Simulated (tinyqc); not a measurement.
Arrhenius fit: deep-level transient spectroscopy (DLTS) of one majority-carrier trap. Computed by tinyqc, a small Python program. Command: `OMP_NUM_THREADS=1 python tinyqc.py 3010663 3010664 out.jsonl dlts walk`. One thread of a shared host (Intel(R) Xeon(R) Processor @ 2.30GHz), about 0.05 s of CPU time with the checks.

A filling pulse loads the traps in a one-sided junction; under reverse bias they empty at the rate e, and the capacitance relaxes as C(t) = C_0 - dC exp(-e t). The signal is S = [C(t_2) - C(t_1)]/dC.

Inputs (values chosen for the exercise, with mass and screening modelled on GaSb):
```
quantity                    value  unit
density-of-states mass m   0.0387   m_0
valleys M                       1     -
trap depth E_t              0.246    eV
cross-section sigma_0     4.9e-16  cm^2
degeneracy ratio g              1     -
gate time t_1               0.002     s
ratio t_2/t_1                   2     -
capture barrier E_b          0.07    eV
```

Carriers: electrons. Extra term: capture barrier.

Constants: k_B = 8.617333262e-05 eV/K; k_B = 1.380649e-23 J/K; m_0 = 9.1093837015e-31 kg; h = 6.62607015e-34 J s.

Method:
- e = g sigma v N_b exp(-E/k_B T), v = sqrt(3 k_B T/m), N_b = 2 M (2 pi m k_B T/h^2)^(3/2), sigma = sigma_0 exp(-E_b/k_B T), E = E_t.
- S(e) = exp(-e t_1) - exp(-e t_2) peaks at the rate window e_0 = ln(t_2/t_1)/(t_2 - t_1).
- t_1 is scaled by 0.1, 0.3, 1, 3, 10 and 30 at fixed t_2/t_1; each T_p by bisection.
- Least squares of ln(e_0/T_p^2) on 1/(k_B T_p): slope -E_a, intercept ln(gamma sigma_a) with gamma = v N_b/T^2 = sqrt(3 k_B/m) 2 M (2 pi m k_B/h^2)^(3/2). For comparison, the slope of ln e_0 alone.

Arrhenius data:
```
t_1 (s)    e_0 (1/s)  T_p (K)  1/(k_B T_p) (1/eV)  ln(e_0/T_p^2)
0.0002   3.46574e+03  261.663             44.3491       -2.98343
0.0006   1.15525e+03  244.800             47.4041       -3.94881
0.0020   3.46574e+02  228.530             50.7789       -5.01524
0.0060   1.15525e+02  215.376             53.8803       -5.99529
0.0200   3.46574e+01  202.519             57.3008       -7.07616
0.0600   1.15525e+01  192.001             60.4399       -8.06810
```

apparent depth E_a = 0.31600 eV

intercept = 11.031

gamma = 1.2603e+20 cm^-2 s^-1 K^-2

apparent cross-section = 4.9000e-16 cm^2

slope without T^2 = 0.35442 eV

What does the comparison show, and why?

The apparent depth is 0.3160 eV against E_t = 0.246 eV, and the apparent cross-section is 1.00 times sigma_0: the capture barrier adds to the slope, so the true depth needs a separate measurement of capture. Leaving out the T^2 factor overstates the slope by 38 meV, about 2 k_B T_p.

Extremes, crossings and ranges named in words are read from the listed rows.
